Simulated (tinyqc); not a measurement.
Temperature and repopulation: deformation-potential model of the Delta valleys of a conduction band.

Valleys with axes along x, y and z, each a pair at +k and -k. Herring-Vogt shift of a valley with unit axis a: dE = Xd tr(e) + Xu a.e.a. Non-degenerate shares n_i = exp(-dE_i/kT)/sum_j exp(-dE_j/kT). Inverse mass tensor of a valley: (1 - a a)/mt + a a/ml; the masses are taken as independent of strain.

s11 = (C11 + C12)/((C11 - C12)(C11 + 2 C12)), s12 = -C12/((C11 - C12)(C11 + 2 C12)), s44 = 1/C44; exx = s11 sxx + s12 (syy + szz) and cyclic, exy = s44 sxy/2; tension is positive. A uniaxial stress X along the unit vector n is s_ij = X n_i n_j.

Constants: kB = 8.617333262e-05 eV/K.

Values chosen for the exercise (near those of Si; shifted at random, so the results belong to these values and not to a real crystal):
```
symbol  value           unit  meaning
ml      0.947           m0    longitudinal mass
mt      0.196           m0    transverse mass
Xd      1.16            eV    dilation potential
Xu      8.89            eV    uniaxial potential
C11     157.5           GPa
C12     67.5            GPa
C44     80.9            GPa
load    uniaxial [100]        kind of stress
X       0.81            GPa   stress
```

The load is fixed; m_c along [1-10] as 1/(u.M.u).

Results:
```
T (K)  kT (meV)    n x    n y    n z  m_c (m0)
50         4.31  0.000  0.500  0.500    0.2445
77         6.64  0.000  0.500  0.500    0.2445
150       12.93  0.001  0.499  0.499    0.2445
300       25.85  0.022  0.489  0.489    0.2458
400       34.47  0.047  0.477  0.477    0.2473
500       43.09  0.072  0.464  0.464    0.2489
```

Give the missing row, T (K) = 225.

Computed row:
```
T (K)  kT (meV)    n x    n y    n z  m_c (m0)
225       19.39  0.008  0.496  0.496    0.2450
```

The largest share falls from 0.500 at 50 K to 0.464 at 500 K (equal shares: 0.333); m_c goes from 0.2445 to 0.2489, against 0.2664 without stress. Only spread/kT enters, so the small-stress response goes as 1/T.

Run: tinyqc, `OMP_NUM_THREADS=1 python tinyqc.py 1080402 1080403 out.jsonl`; Intel(R) Xeon(R) Processor @ 2.30GHz, one thread, shared host; about 0.02 s of CPU time with all checks.
